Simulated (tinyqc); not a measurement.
What moves the results: phonon-assisted absorption at an indirect gap. A value that a table varies takes the place of the one given here.

alpha(E) = sum_j A_j [N_j (E - Eg + w_j)^2 + (N_j + 1)(E - Eg - w_j)^2], each bracket counted only where its base is positive; N_j = 1/(exp(w_j/kB T) - 1). The first term absorbs a phonon and the second emits one; excitons and direct transitions are left out.

Photodiode (Gaertner form with a dead layer): QE = (1 - R) exp(-alpha xj) [1 - exp(-alpha W)/(1 + alpha L)], R = ((nr - 1)/(nr + 1))^2; responsivity = QE/E in A/W for E in eV.

Constants: kB = 8.617333262e-05 eV/K.

Inputs chosen for the exercise (loosely those of Si at room temperature; Eg is not tied to T; the results hold for these values, not for the real material): Eg = 1.128 eV (indirect gap, held fixed unless listed); w = (55.2, 17.9) meV (two zone-edge phonons); A = (2900, 560) 1/(cm eV^2) (their strengths); T = 200 K; nr = 3.64 (refractive index); xj = 0.11 micrometre (dead layer at the surface); W = 27 micrometre (depleted width); L = 2.9 micrometre (minority diffusion length below it); E = 1.426 eV (photon energy).

## The square root of alpha at three temperatures

The gap is held fixed, so only the phonon occupations change.

sqrt(alpha) (1/cm^(1/2)):
```
E - Eg (eV)    77 K   300 K   600 K
-0.04         0.013   0.300   0.593
-0.02         0.030   0.694   1.372
0.00          0.123   1.168   2.250
0.02          0.254   1.735   3.247
0.04          0.660   2.440   4.387
0.07          1.609   3.767   6.359
0.10          3.232   5.596   8.786
0.15          6.141   9.016  13.239
0.20          9.094  12.573  17.871
0.30         15.026  19.799  27.307
0.45         23.943  30.723  41.598
0.60         32.866  41.677  55.941
```

Below the gap only phonon absorption acts: at E - Eg = -0.02 eV sqrt(alpha) is 0.030, 0.694 and 1.372 at 77, 300 and 600 K. A straight line through the last two rows meets the axis at E - Eg = +0.0475, +0.0293 and +0.0150 eV: the intercept is roughly a weighted mean of the thresholds, not the gap, and it moves from the emission side towards Eg as the occupations grow. At the last row alpha grows by a factor 2.90 from the lowest to the highest temperature at fixed gap.

## Spectral response

Response:
```
E (eV)  wavelength (nm)  alpha (1/cm)  1/alpha (micrometre)  dead layer  collected     QE    A/W
1.15               1078          1.24              8.10e+03       1.000      0.004  0.002  0.002
1.19               1042          5.47              1.83e+03       1.000      0.016  0.011  0.009
1.25                992          32.7                   305       1.000      0.093  0.063  0.050
1.33                932           117                  85.1       0.999      0.296  0.200  0.150
1.43                867           301                  33.2       0.997      0.592  0.399  0.279
1.58                785           739                  13.5       0.992      0.888  0.596  0.377
1.78                697      1.62e+03                  6.16       0.982      0.992  0.659  0.370
2.03                611      3.22e+03                  3.11       0.965      1.000  0.653  0.322
2.33                532      5.84e+03                  1.71       0.938      1.000  0.634  0.272
2.73                454      1.06e+04                 0.948       0.890      1.000  0.602  0.221
```

QE is highest, 0.659, at 1.78 eV of those listed and the responsivity at 1.58 eV; reflection alone caps QE at 0.676. Near the gap weak absorption limits it (collected share 0.004); at the top the dead layer passes 0.890. Far above the gap the quadratic law and a constant index are only rough.

## What moves the response

At the energy E. Each row changes one parameter from the base and keeps the others.

Results:
```
case                  alpha (1/cm)      QE
base                         292.2  0.3917
Eg = 1.108 eV                338.6  0.4278
T = 250 K                    336.5  0.4263
W = 54 micrometre            292.2  0.5458
L = 1.45 micrometre          292.2  0.3803
xj = 0.22 micrometre         292.2  0.3905
nr = 3.82                    292.2  0.3810
```

The largest shifts from the base row, up to three for each result and ties (the steps differ in size, so this ranks the rows, not the parameters). alpha (1/cm): Eg +46.4, T +44.3; unchanged at the printed digits by W, L, xj and nr. QE: W +0.1541, Eg +0.0361, T +0.0346.

Run: tinyqc, `OMP_NUM_THREADS=1 python tinyqc.py 1650934 1650935 out.jsonl`; Intel(R) Xeon(R) Processor @ 2.30GHz, one thread, shared host; about 0.01 s of CPU time with all checks.
